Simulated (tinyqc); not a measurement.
Comparisons within one model: carrier statistics of a doped semiconductor with parabolic bands. A value that a table varies takes the place of the one given here.

Eg(T) = Eg0 - al T^2/(T + be); m_de = Mv^(2/3) (ml mt^2)^(1/3); m_dh = (mhh^(3/2) + mlh^(3/2))^(2/3); Nc and Nv from N = 2 (m kB T/(4 pi c))^(3/2) with c = hbar^2/2m0, in 1/angstrom^3; times 1e24 for 1/cm^3.

Energies are counted from Ev, so Ec = Eg. n = Nc F_1/2((EF - Eg)/kT), p = Nv F_1/2(-EF/kT), ND+ = ND/(1 + 2 exp((EF - Eg + ED)/kT)), NA- = NA/(1 + 4 exp((EA - EF)/kT)); neutrality asks p + ND+ = n + NA-. F_j(eta) = (1/Gamma(j + 1)) integral_0^infinity x^j dx/(1 + exp(x - eta)), which tends to exp(eta) for eta << 0.

Constants: hbar^2/2m0 = 3.80998211 eV angstrom^2; kB = 8.617333262e-05 eV/K.

Inputs chosen for the exercise (near those of GaP; not measured data): Eg0 = 2.349 eV (gap at 0 K); al = 0.000588 eV/K (Varshni alpha); be = 378 K (Varshni beta); ml = 1.95 m0 (longitudinal electron mass); mt = 0.25 m0 (transverse electron mass); Mv = 3 (equivalent valleys); mhh = 0.79 m0 (heavy-hole mass); mlh = 0.137 m0 (light-hole mass); ND = 1.4e+18 1/cm^3 (donors); NA = 1.1e+12 1/cm^3 (acceptors); ED = 0.0886 eV (donor level below Ec); EA = 0.0559 eV (acceptor level above Ev); T = 350 K.

## Temperature

Neutrality solved at each temperature; ni = sqrt(Nc Nv) exp(-Eg/2kT).

Carriers (1/cm^3):
```
T (K)  EF (eV)         n         p  majority / |ND - NA|        ni  Eg (eV)
30      2.2936  6.90e+08    <1e-99              4.93e-10    <1e-99   2.3477
50      2.2992  3.78e+13    <1e-99              2.70e-05    <1e-99   2.3456
77      2.2918  1.95e+15    <1e-99               0.00139  6.92e-59   2.3413
120     2.2760  2.94e+16  1.24e-77                0.0210  6.04e-31   2.3320
200     2.2366  2.22e+17  4.50e-38                 0.158  1.00e-10   2.3083
300     2.1729  5.87e+17  5.94e-18                 0.419      1.87   2.2709
450     2.0549  9.95e+17  0.000336                 0.710  1.83e+07   2.2052
600     1.9190  1.19e+18  4.06e+03                 0.849  6.97e+10   2.1326
800     1.7208  1.29e+18  1.19e+09                 0.924  3.93e+13   2.0295
1000    1.5103  1.34e+18  2.81e+12                 0.955  1.94e+15   1.9223
```

How do the results move?

Ionisation is incomplete: the majority density is below 90 % of the net doping at 30, 50, 77, 120, 200, 300, 450 and 600 K, down to a share of 4.9e-10. It is within 10 % of the net doping at 800 and 1000 K. The majority density never exceeds the net doping by 10 %; ni is 1.94e+15 1/cm^3 at 1000 K against a net doping of 1.40e+18. EF goes from 2.294 eV to 1.510 eV, where midgap is 0.961 eV and the intrinsic level (Boltzmann) 0.947 eV.

## Doping level

Only donors are present (NA = 0); eta is the distance of EF beyond the conduction edge in units of kT.

Neutral state:
```
ND (1/cm^3)  EF (eV)  majority (1/cm^3)  ionised share     eta
1.0e+14       1.8667           1.00e+14          1.000  -12.71
1.0e+15       1.9361           9.99e+14          0.999  -10.41
1.0e+16       2.0053           9.89e+15          0.989   -8.12
1.0e+17       2.0721           9.06e+16          0.906   -5.90
1.0e+18       2.1290           5.95e+17          0.595   -4.01
3.0e+18       2.1513           1.24e+18          0.412   -3.28
1.0e+19       2.1733           2.53e+18          0.253   -2.55
3.0e+19       2.1920           4.61e+18          0.154   -1.92
```

How do the results move?

The impurity level lies at 2.1615 eV. The ionised share falls from 1.000 to 0.154 as EF passes through it between 3e+18 and 1e+19 1/cm^3 (share 1/3 there); it is below one half from 3e+18 1/cm^3 on. Over the last two rows the doping grows threefold and the majority density by a factor 1.82. EF comes within 3 kT of the majority band edge from 1e+19 1/cm^3 on. Above roughly 2e+19 1/cm^3 (N^(1/3) a = 0.26, with the radius a = sqrt(c/(m E)) from the ionisation energy E and the mass (ml mt^2)^(1/3)) the levels merge with the band and real ionisation is complete; sharp levels then overstate freeze-out.

## What each input does

Neutrality solved anew for each case. Each row changes one parameter from the base and keeps the others.

Results:
```
case                  EF (eV)  n (1/cm^3)  p (1/cm^3)
base                   2.1361    7.51e+17    4.15e-12
T = 390 K              2.1048    8.63e+17    1.77e-08
ND = 2.8e+18 1/cm^3    2.1500    1.18e+18    2.62e-12
NA = 1.43e+12 1/cm^3   2.1361    7.51e+17    4.15e-12
Eg0 = 2.399 eV         2.1861    7.51e+17    7.91e-13
mt = 0.3 m0            2.1323    7.95e+17    4.71e-12
mhh = 0.948 m0         2.1361    7.51e+17    5.37e-12
ED = 0.1329 eV         2.1198    4.39e+17    7.12e-12
```

What can be read from the table?

The largest shifts from the base row, up to three for each result and ties (the steps differ in size, so this ranks the rows, not the parameters). EF (eV): Eg0 +0.0500, T -0.0314, ED -0.0163; unchanged at the printed digits by NA and mhh. n (1/cm^3): ND +4.32e+17, ED -3.12e+17, T +1.11e+17; unchanged at the printed digits by NA, Eg0 and mhh. p (1/cm^3): T +1.77e-08, Eg0 -3.36e-12, ED +2.97e-12; unchanged at the printed digits by NA.

Run: tinyqc, `OMP_NUM_THREADS=1 python tinyqc.py 1680718 1680719 out.jsonl`; Intel(R) Xeon(R) Processor @ 2.30GHz, one thread, shared host; about 0.01 s of CPU time with all checks.
